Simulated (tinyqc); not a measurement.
Worked calculation: extended Hueckel theory, for H6+. The parameters take no account of the charge, which enters only through the electron count. Computed by tinyqc, a small Python program that keeps every step (integrals from PySCF). Settings: charge = 1, K = 1.75, multiplicity = 2. Command: `OMP_NUM_THREADS=1 python tinyqc.py 30780 30781 out.jsonl` (the two numbers bound the seeds that draw the settings). One thread of a shared host (Intel(R) Xeon(R) Processor @ 2.60GHz), about 0.01 s of CPU time with the checks.

## Overlaps

Geometry (angstrom):
```
atom         x         y         z
H     0.000000  0.000000  0.000000
H     0.000000  0.000000  0.792000
H     0.000000  0.000000  1.891000
H     0.000000  0.000000  2.683000
H     0.000000  0.000000  3.782000
H     0.000000  0.000000  4.574000
```

Parameters chosen for this run:
```
element  shell  Slater exponent   H_ii (eV)
H           1s         1.300000  -13.600000
```

Slater orbitals, each expanded in six Gaussians scaled to its exponent.

overlap S:
```
          1H 1s     2H 1s     3H 1s     4H 1s     5H 1s     6H 1s
1H 1s  1.000000  0.601226  0.123305  0.030305  0.003487  0.000617
2H 1s  0.601226  1.000000  0.412000  0.123305  0.016988  0.003487
3H 1s  0.123305  0.412000  1.000000  0.601226  0.123305  0.030305
4H 1s  0.030305  0.123305  0.601226  1.000000  0.412000  0.123305
5H 1s  0.003487  0.016988  0.123305  0.412000  1.000000  0.601226
6H 1s  0.000617  0.003487  0.030305  0.123305  0.601226  1.000000
```

## Wolfsberg-Helmholz matrix

diagonal H_ii (eV): 1H 1s -13.600000, 2H 1s -13.600000, 3H 1s -13.600000, 4H 1s -13.600000, 5H 1s -13.600000, 6H 1s -13.600000

K = 1.750000

H_ij = K' S_ij (H_ii + H_jj)/2 for i != j (the diagonal keeps H_ii), with K' = 1.75.

H (eV):
```
            1H 1s       2H 1s       3H 1s       4H 1s       5H 1s       6H 1s
1H 1s  -13.600000  -14.309176   -2.934648   -0.721252   -0.082994   -0.014693
2H 1s  -14.309176  -13.600000   -9.805592   -2.934648   -0.404324   -0.082994
3H 1s   -2.934648   -9.805592  -13.600000  -14.309176   -2.934648   -0.721252
4H 1s   -0.721252   -2.934648  -14.309176  -13.600000   -9.805592   -2.934648
5H 1s   -0.082994   -0.404324   -2.934648   -9.805592  -13.600000  -14.309176
6H 1s   -0.014693   -0.082994   -0.721252   -2.934648  -14.309176  -13.600000
```

## Orbitals

valence electrons = 5

Solve H C = S C e through S^(-1/2); fill by pairs from the bottom, a degenerate level sharing its electrons equally; each orbital has its largest coefficient positive (the first on a tie).

orbital energies (eV): -18.982563  -17.609349  -15.033742  -3.651196  6.380116  21.076754

occupations: 2.000000  2.000000  1.000000  0.000000  0.000000  0.000000

coefficients:
```
            MO1        MO2        MO3        MO4        MO5        MO6
1H 1s  0.197849   0.373857   0.437482   0.646128  -0.758470   0.506751
2H 1s  0.277328   0.387200   0.227586  -0.437290   0.905136  -0.828928
3H 1s  0.346546   0.117347  -0.431895  -0.615616  -0.291323   1.120679
4H 1s  0.346546  -0.117347  -0.431895   0.615616  -0.291323  -1.120679
5H 1s  0.277328  -0.387200   0.227586   0.437290   0.905136   0.828928
6H 1s  0.197849  -0.373857   0.437482  -0.646128  -0.758470  -0.506751
```

sum of one-electron energies = -88.217565 eV

## Mulliken analysis

P = C n C^T; charge = valence electrons (H 1) minus the sum of (P S)_ii on the atom; overlap population = 2 sum P_ij S_ij between two atoms.

charges: 1H 0.150967, 2H 0.120003, 3H 0.229030, 4H 0.229030, 5H 0.120003, 6H 0.150967

Overlap populations:
```
pair      value
2-1    0.599804
3-1    0.008859
3-2    0.152270
4-1   -0.008459
4-2    0.000751
4-3    0.479995
5-1   -0.000559
5-2   -0.003202
5-3    0.000751
5-4    0.152270
6-1   -0.000012
6-2   -0.000559
6-3   -0.008459
6-4    0.008859
6-5    0.599804
```
